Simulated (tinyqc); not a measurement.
# Reverse leakage of an n+-p junction: diffusion, generation, trap-assisted and band-to-band tunnelling, step by step

Computed by the program tinyqc: `OMP_NUM_THREADS=1 python tinyqc.py 2290093 2290094 out.jsonl`, one thread of a shared Intel Xeon 2.30GHz, about 0.01 s for the whole run. Printed values are rounded; ~0 in a residual or rate marks an entry under 1e-11 of the largest of its column.

One-sided abrupt junction in the depletion approximation, x from the junction (0) to W on the p side, field F = F0 (1 - x/W). Flat quasi-Fermi levels, long p side. Traps generate through SRH with both lifetimes shortened by 1 + Gamma (Hurkx enhancement, form for moderate fields); band-to-band generation is local and needs a total bending above Eg.

Values chosen for this exercise; band and dielectric values close to those of silicon:

| symbol | value | unit | meaning |
|---|---|---|---|
| T | 300 | K | temperature |
| Eg | 1.12 | eV | band gap |
| eps_r | 11.8 |  | relative permittivity |
| Nc | 2.79e19 | cm^-3 | conduction-band density of states at T |
| Nv | 2.67e19 | cm^-3 | valence-band density of states at T |
| Na | 3.9e17 | cm^-3 | acceptor density of the lighter side |
| Nd | 1e20 | cm^-3 | donor density of the heavier side |
| tau | 5e-8 | s | SRH lifetime of both carriers at zero field |
| Et | 0 | eV | trap level above the intrinsic level |
| mt | 0.26 | m0 | tunnelling mass |
| Dn | 5.5 | cm^2/s | electron diffusion coefficient on the lighter side |
| Ab | 2.2e14 | cm^-0.5 V^-2.5 s^-1 | band-to-band prefactor |
| Bb | 1.96e7 | V/cm | band-to-band field constant |
| VR | 1.7 | V | reverse bias |

Constants: q = 1.602176634e-19 C, kB = 1.380649e-23 J/K, hbar = 1.054571817e-34 J s, m0 = 9.1093837015e-31 kg, Vt = kB T/q, eps0 = 8.8541878128e-14 F/cm where lengths are in cm. Results are converted to the units shown.

Range of the model: The n+ side is degenerate, so Vbi from Boltzmann statistics is only a guide.

## Field, scales and diffusion current

ni = sqrt(Nc Nv) exp(-Eg/(2 Vt)), Eg in volts; Vbi = Vt ln(Na Nd/ni^2); W = sqrt(2 eps0 eps_r (Vbi + VR)/(q Na)); F0 = 2 (Vbi + VR)/W; FG = sqrt(24 mt m0 (kB T)^3)/(q hbar); J_diff = q ni^2 sqrt(Dn/tau)(1 - exp(-VR/Vt))/Na.

ni = 1.067755e10 cm^-3
Vbi = 1.043744 V
W = 95.78878 nm
F0 = 572.8737 kV/cm
FG = 376.1465 kV/cm
J_diff = 4.912309e-13 A/cm^2

## Generation rates across the layer

u = (Vbi + VR)(1 - x/W)^2, p = Na exp(-u/Vt), n = Nd exp((u - Vbi - VR)/Vt); G0 = ni^2 (1 - exp(-VR/Vt))/(tau (n + p + 2 ni cosh(Et/Vt))); Gamma = 2 sqrt(3 pi)(F/FG) exp((F/FG)^2); trap-assisted part G0 Gamma; G_bb = Ab F^2.5 exp(-Bb/F) with F in V/cm, zero unless Vbi + VR > Eg. 14 equal steps.

```
point    x (nm)  F (kV/cm)      Gamma  G0 (cm^-3 s^-1)  G0 Gamma (cm^-3 s^-1)  G_bb (cm^-3 s^-1)
0       0.00000   572.8737   95.11195       2.280203e7             2.168746e9        7.565660e13
1       6.84206   531.9542   64.16236      5.096751e13            3.270196e15        4.522790e12
2      13.68411   491.0346   44.05827      1.064811e17            4.691372e18        1.718011e11
3      20.52617   450.1151   30.76291      1.067755e17            3.284726e18         3.669690e9
4      27.36822   409.1955   21.81235      1.067755e17            2.329026e18         3.715673e7
5      34.21028   368.2760   15.67805      1.067755e17            1.674032e18         1.394077e5
6      41.05233   327.3564   11.39635      1.067755e17            1.216851e18                 ~0
7      47.89439   286.4369   8.349863      1.067697e17            8.915123e17                 ~0
8      54.73644   245.5173   6.136452      1.004994e17            6.167100e17                 ~0
9      61.57850   204.5978   4.489522      4.250678e15            1.908352e16                 ~0
10     68.42056   163.6782   3.228743      3.384185e13            1.092666e14                 ~0
11     75.26261   122.7587   2.229037      7.645659e11            1.704246e12                 ~0
12     82.10467    81.8391   1.400644      5.100109e10            7.143439e10                 ~0
13     88.94672    40.9196  0.6758946      1.004793e10             6.791342e9                 ~0
14     95.78878     0.0000          0       5.846675e9                      0                  0
```

## Current components

Each current is q times the trapezoid sum of its rate; J adds J_diff; J_bb under 1e-8 of the sum is given as 0.

J_SRH = 8.168894e-8 A/cm^2
J_TAT = 1.614367e-6 A/cm^2
J_bb = 4.661843e-12 A/cm^2
J = 1.696061e-6 A/cm^2

A fine grid gives J = 1.671e-6 A/cm^2; the coarse sum is 1.5 % above it. On the fine grid the largest part is trap-assisted tunnelling (95.2 %). The simple estimate q ni W/(2 tau cosh(Et/Vt)) is 2.03 times the fine-grid J_SRH of 8.071e-8 A/cm^2, since near both edges n or p is large enough to quench generation.
